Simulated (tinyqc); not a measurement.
Double-gate transistor below threshold, two-dimensional Poisson equation on a small mesh: effect of the drain voltage.

Half of a symmetric double-gate structure: row 0 is the mid-plane of the body, where the normal field vanishes. Mobile charge is neglected (subthreshold), the body is fully depleted, and potentials are counted from the intrinsic level; rows run upward to the gate, columns from source to drain.

Mesh: rows i = 0..12 in the semiconductor (step hs = tb/12, row 12 on the interface), then 8 step(s) ho = tox/8 up to the gate row 20; columns j = 0..80 (step hy = L/80). Box integration, divided by eps0: up_i = eps hy/h of the interval above row i, dn_i = that of the interval below (0 for row 0), lat_i = (sum of eps h/2 over the intervals above and below)/hy, s_i = -q Na w_i hy/eps0 with w_i the semiconductor height of the box (hs/2 for row 0 and the interface row, hs between, 0 in the insulator). Each free node obeys (up + dn + 2 lat) psi = up psi(above) + dn psi(below) + lat [psi(left) + psi(right)] + s. Fixed values: gate row Vg - Vfb; column 0 at Vbi and the last column at Vbi + Vd in the semiconductor, each running linearly to Vg - Vfb across the insulator. The system is solved directly. On row 0 the minimum of psi and its place come from a parabola through the three lowest nodes; barrier = Vbi - minimum, swing = Vt ln 10/(d psi/dVg), DIBL = (d psi/dVd)/(d psi/dVg) there. Lambda = pi/k with k the smallest positive root of tan(k tox) tan(k tb) = eox/eps_r.

Parameters, values chosen for the exercise; semiconductor permittivity close to that of silicon:
```
symbol,value,unit,meaning
T,300,K,temperature
eps_r,11.7,,relative permittivity of the semiconductor
eox,3.9,,relative permittivity of the insulator
tb,8,nm,half the body thickness
tox,1.1,nm,insulator thickness
L,56,nm,channel length
Na,0,cm^-3,acceptor density of the depleted body
Vbi,0.49,V,potential of the source
Vfb,0.07,V,gate offset
Vg,0,V,gate voltage
```

Constants: q = 1.602176634e-19 C, kB = 1.380649e-23 J/K, Vt = kB T/q, eps0 = 8.8541878128e-14 F/cm where lengths are in cm. Results are converted to the units shown.

Effect of the drain voltage:

| Vd (V) | L/Lambda | barrier (V) | place y/L | swing (mV/decade) | DIBL (mV/V) |
|---|---|---|---|---|---|
| 0.05 | 2.520 | 0.5332 | 0.4946 | 62.39 | 22.99 |
| 0.25 | 2.520 | 0.5292 | 0.4767 | 62.43 | 19.97 |
| 0.45 | 2.520 | 0.5256 | 0.4627 | 62.52 | 17.90 |
| 0.65 | 2.520 | 0.5223 | 0.4513 | 62.61 | 16.37 |
| 0.85 | 2.520 | 0.5193 | 0.4416 | 62.71 | 15.19 |
| 1.05 | 2.520 | 0.5165 | 0.4332 | 62.81 | 14.23 |

As Vd goes from 0.05 to 1.05 V, the barrier falls from 0.533 to 0.517 V, the swing rises from 62.4 to 62.8 mV a decade and DIBL falls from 23.0 to 14.2 mV/V; the ideal swing is 59.5. The barrier top moves from y/L = 0.495 to 0.433, towards the source.

tinyqc, about 0.09 s, one thread, Intel Xeon 2.30GHz (shared host): `OMP_NUM_THREADS=1 python tinyqc.py 2480025 2480026 out.jsonl`
